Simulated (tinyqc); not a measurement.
Ion implantation: universal nuclear stopping, Lindhard-Scharff electronic stopping and a Gaussian range profile: one step, computed by the program tinyqc. Command: `OMP_NUM_THREADS=1 python tinyqc.py 3017577 3017578 out.jsonl implant walk`. One thread of a shared host (Intel(R) Xeon(R) Processor @ 2.30GHz), about 0.06 s of CPU time with the checks.

An ion slows by elastic collisions with screened nuclei and by friction with electrons; channelling is ignored and the target is uniform.

Question. Tilt and screen. Depths scale with cos(tilt): R_p cos and dR_p cos (lateral straggle ignored); the screen stops like the target. Fraction in the substrate = (1/2) erfc((d - R_p cos)/(sqrt2 dR_p cos)); peak depth below the screen = R_p cos - d.

Inputs (values chosen for the exercise, modelled on phosphorus ions in aluminium): tilt angle = 45 degrees; screen thickness d = 19 nm.

Follow-up: tilt and screen oxide.

projected range R_p = 30.06139 nm

straggle dR_p = 9.996348 nm

Give: fraction in the substrate; peak depth below the screen.

Answer.

fraction in the substrate = 0.62523

peak depth below the screen = 2.2566 nm

37 % of the dose does not reach the substrate.
